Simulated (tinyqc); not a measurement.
Worked calculation: plane-wave Kohn-Sham cycle with exchange-only LDA in a layered model solid. One step of it, computed by the program tinyqc.

Task: Iteration 1: Hamiltonian at one k. H(m,m') = (k + G_m)^2/2 delta + V(G_m - G_m'), with V(-G) = V(G).

A solid whose potential varies along x alone (atomic units):
```
parameter                      value
period a                    5.700000
cross-section of the cell  19.000000
electrons per cell                 4
grid points                       16
plane waves -n..n, n               3
k points                           2
V1 in V1 cos(2 pi x/a)     -0.150000
```

V(G_m), m = 0, 1, 2, ... (hartree): -0.327945  -0.075000  0.000000  0.000000  0.000000  0.000000  0.000000

k = 0.250000 2 pi / a

Give: H.

Result:

H (hartree):
```
         -3       -2       -1       +0       +1       +2       +3
-3   4.2666  -0.0750   0.0000   0.0000   0.0000   0.0000   0.0000
-2  -0.0750   1.5327  -0.0750   0.0000   0.0000   0.0000   0.0000
-1   0.0000  -0.0750   0.0138  -0.0750   0.0000   0.0000   0.0000
+0   0.0000   0.0000  -0.0750  -0.2900  -0.0750   0.0000   0.0000
+1   0.0000   0.0000   0.0000  -0.0750   0.6213  -0.0750   0.0000
+2   0.0000   0.0000   0.0000   0.0000  -0.0750   2.7478  -0.0750
+3   0.0000   0.0000   0.0000   0.0000   0.0000  -0.0750   6.0893
```
